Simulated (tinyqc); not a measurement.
Raising the sheet density: Gamma, L and X subbands of a thin body with non-parabolic valleys.

Hard walls, flat band, c = hbar^2/2m0, energies from the bulk Gamma edge. For a valley at angle theta to the normal 1/m_z = cos^2/ml + sin^2/mt and m_d = sqrt(ml mt^2/m_z). Subband n starts at E_v + e with e (1 + a e) = c (n pi/t)^2/m_z, and its density-of-states mass is taken as m_d (1 + 2 a e), without further growth at higher in-plane energy. Groups are named by valley and degeneracy.

n_i = g m/(2 pi c) kB T ln(1 + exp((EF - E_i)/kB T)), sum n_i = Ns (1e12/cm^2 = 1e-4/angstrom^2), c = hbar^2/2m0. Quantum capacitance Cq = 1602.176634 sum g m/(2 pi c) f_i in microfarad/cm^2 with f_i = 1/(1 + exp((E_i - EF)/kB T)); Cox = 34.5313/eot (one gate); C/Cox = Cq/(Cq + Cox), the centroid term left out.

Constants: hbar^2/2m0 = 3.80998211 eV angstrom^2; kB = 8.617333262e-05 eV/K.

Parameters, chosen for this exercise (near those of a thin GaAs channel; the results hold for these values, not for the real material): face = 100 (surface); mG = 0.066 m0 (Gamma mass); aG = 0.58 1/eV (Gamma non-parabolicity); EL = 0.299 eV (L edge above Gamma); mL = (1.975, 0.074) m0 (L valleys (four, along <111>): ml, mt); EX = 0.49 eV (X edge above Gamma); mX = (1.3, 0.232) m0 (X valleys (three, along <100>): ml, mt); aS = 0.6 1/eV (non-parabolicity of L and X); t = 72 angstrom (body thickness); T = 300 K (temperature); eot = 7 angstrom (equivalent oxide thickness); Nl = (0.5, 1, 2, 4, 7, 11, 16) x 1e12/cm^2 (sheet densities).

Fixed thickness, n = 1 to 8 of all groups; the gate overdrive above the lowest edge is (EF - E_lowest)/e + 0.1602177 Ns/Cox in volts.

Results:

| Ns (1e12/cm^2) | EF - lowest (eV) | Gamma share (%) | Cq | C/Cox | overdrive (V) |
|---|---|---|---|---|---|
| 0.5 | -0.004 | 99.9 | 2.30 | 0.318 | 0.013 |
| 1.0 | 0.024 | 99.8 | 3.54 | 0.418 | 0.056 |
| 2.0 | 0.062 | 99.6 | 4.59 | 0.482 | 0.127 |
| 4.0 | 0.126 | 97.9 | 5.48 | 0.526 | 0.256 |
| 7.0 | 0.191 | 85.4 | 11.48 | 0.699 | 0.419 |
| 11.0 | 0.227 | 66.1 | 26.77 | 0.844 | 0.584 |
| 16.0 | 0.250 | 51.6 | 44.96 | 0.901 | 0.770 |

The lowest subband is G1 n=1. At the highest density band filling takes 0.250 V of the 0.770 V overdrive. Cq grows from 2.3 to 45.0 microfarad/cm^2, helped by heavier valleys that begin to fill: the Gamma share falls from 100 % to 52 %.

(tinyqc, `OMP_NUM_THREADS=1 python tinyqc.py 1251996 1251997 out.jsonl`, Intel(R) Xeon(R) Processor @ 2.30GHz, 1 thread, shared host, about 0.03 s.)
